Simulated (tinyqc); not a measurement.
Resistance of a source-drain extension with a graded tip: two steps of the calculation.

y runs along the channel, the gate covers y > 0. The doping is N0 for y < y0 and N0 10^(-(y - y0)/la) beyond, uniform over the depth xj. Sheet conductance s(y) = q mu(N) max(N - Nch, 0) xj + (for y > 0) ma Cox Vo, with mu(N) = u0 + (u1 - u0)/(1 + (N/Nr)^au) and Cox = eps0 eox/tox. Current is taken as one-dimensional; depletion of the tip, spreading and the contact are left out. The metallurgical junction lies at yj, where N = Nch.

Parameters, values chosen for the exercise; mobility law close to that of electrons in silicon:
- eox = 3.9 (relative permittivity of the gate insulator (close to silicon dioxide))
- tox = 1.8 nm (insulator thickness)
- N0 = 9.5e19 cm^-3 (active doping of the extension far from the gate)
- la = 4 nm/decade (lateral abruptness)
- y0 = 1 nm (position under the gate where the fall begins (gate edge at 0))
- xj = 22 nm (depth of the extension)
- Nch = 2.9e18 cm^-3 (channel doping)
- Vo = 0.36 V (gate overdrive)
- ma = 100 cm^2/(V s) (mobility of the gate-induced layer)
- u1 = 1414 cm^2/(V s) (mobility at low doping)
- u0 = 68.5 cm^2/(V s) (mobility at high doping)
- Nr = 9.2e16 cm^-3 (reference doping)
- au = 0.711 (exponent)
- Lg = 30 nm (gate length)

Constants: q = 1.602176634e-19 C, eps0 = 8.8541878128e-14 F/cm where lengths are in cm. Results are converted to the units shown.

Problem 1. Sheet resistances and junction position. yj = y0 + la log10(N0/Nch); sheet resistance of the full extension 1/[q mu(N0)(N0 - Nch) xj] and of the gate-induced layer 1/(ma Cox Vo); metallurgical length Lg - 2 yj; ye is where the doped and the gate-induced conductances are equal.

Give: yj; sheet resistance of the extension; sheet resistance of the induced layer; metallurgical length; ye; N at ye.

Solution 1.

yj = 7.0613 nm
sheet resistance of the extension = 394.35 ohm/square
sheet resistance of the induced layer = 14480 ohm/square
metallurgical length = 15.877 nm
ye = 6.4227 nm
N at ye = 4.1885e18 cm^-3

The gate takes over 0.639 nm before the junction, where N is still 1.44 times the channel doping.

Problem 2. Resistance of the overlapped part. Midpoint rule on 9 equal steps from 0 to yj: R_ov = sum h/s(y), per width.

Find: y; N; doped conductance; sheet resistance; R_ov.

Solution 2.

```
point   y (nm)  N (cm^-3)  doped conductance (uS)  sheet resistance (ohm/square)
0      0.39229  9.5000e19                  2535.8                         383.90
1       1.1769  8.5803e19                  2303.5                         421.48
2       1.9615  5.4620e19                  1507.6                         634.23
3       2.7461  3.4770e19                  988.54                         945.54
4       3.5307  2.2134e19                  645.66                         1399.2
5       4.3152  1.4090e19                  414.48                         2068.1
6       5.0998  8.9695e18                  253.35                         3101.6
7       5.8844  5.7098e18                  135.06                         4899.0
8       6.6690  3.6347e18                  41.519                         9043.1
```

R_ov = 17.964 ohm um

Computed by the program tinyqc: `OMP_NUM_THREADS=1 python tinyqc.py 2282081 2282082 out.jsonl`, one thread of a shared Intel Xeon 2.30GHz, about 0.05 s for the whole run.
